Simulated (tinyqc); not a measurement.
# Changing the coupling g

Model: Holstein polaron on two sites. Computed by tinyqc, a small Python program. Command: `OMP_NUM_THREADS=1 python tinyqc.py 3011947 3011948 out.jsonl holstein sweep`. One thread of a shared host (Intel(R) Xeon(R) Processor @ 2.30GHz), about 0.03 s of CPU time with the checks.

One electron on sites 1 and 2: H = -t (c1+ c2 + c2+ c1) + hbar omega sum_i b_i+ b_i - g hbar omega sum_i n_i (b_i + b_i+). The symmetric phonon shifts the energy by -g^2 hbar omega/2 and drops out; with b = (b_1 - b_2)/sqrt(2) there remains H = -t sigma_x + hbar omega b+ b - (g hbar omega/sqrt(2)) sigma_z (b + b+). Parity splits it into blocks p = +1 and -1 over phonon numbers n. Zero-point energies are left out. Weights Z refer to mode b alone; the displaced symmetric mode multiplies the full zero-phonon weight by exp(-g^2/2).

Inputs (values chosen for the exercise, for a model dimer): hopping t = 65 meV; phonon energy hbar omega = 142 meV.

Method:
- Polaron binding energy E_p = g^2 hbar omega; ratio E_p/t (the adiabatic potential has two wells when it exceeds 1); adiabaticity hbar omega/t.
- Block p: H_nn = n hbar omega - p t (-1)^n - g^2 hbar omega/2, H_(n,n+1) = -(g hbar omega/sqrt(2)) sqrt(n + 1).
- Use 60 levels in both blocks; Z = c_0^2 is the weight of n = 0 in the ground state c; the splitting is the lowest odd level less the lowest even one, which without coupling is the smaller of 2t and hbar omega; <sigma_x> = sum (-1)^n c_n^2 measures the kinetic energy.

One run for each value; columns: (1) coupling g; (2) weight Z of n = 0 in mode b; (3) splitting/(2t); (4) <sigma_x>; (5) mean phonon number in b; (6) ground-state energy (meV); (7) E_p/t:
```
(1)       (2)      (3)      (4)         (5)      (6)     (7)
0.20  0.99447  0.88860  0.98905  5.5859e-03   -69.33   0.087
0.43  0.97308  0.72175  0.94858  2.8185e-02   -85.14   0.404
0.67  0.92842  0.55169  0.87195  7.9881e-02  -114.49   0.981
0.90  0.85535  0.39953  0.76287  1.7580e-01  -155.83   1.770
1.10  0.76010  0.28164  0.64110  3.1962e-01  -203.34   2.643
1.40  0.56256  0.14270  0.43538  6.8731e-01  -297.21   4.282
1.60  0.41651  0.08058  0.31195  1.0375e+00  -376.13   5.593
1.80  0.28641  0.04136  0.21856  1.4461e+00  -468.39   7.078
2.10  0.14764  0.01287  0.13421  2.1165e+00  -630.95   9.634
2.30  0.09049  0.00532  0.10295  2.5909e+00  -754.68  11.557
```

What does the table show, and why?

Over the rows, weight Z of n = 0 in mode b falls from 0.994 to 0.0905 (exponent d ln y / d ln x -0.028 between the first rows and -5.4 between the last); splitting/(2t) falls from 0.889 to 0.00532 (exponent d ln y / d ln x -0.27 between the first rows and -9.7 between the last); <sigma_x> falls from 0.989 to 0.103 (exponent d ln y / d ln x -0.055 between the first rows and -2.9 between the last). Z falls through 1/2 between E_p/t = 4.3 and 5.6; the change is a smooth crossover, not a transition.

Extremes, crossings and ranges named in words are read from the listed rows.
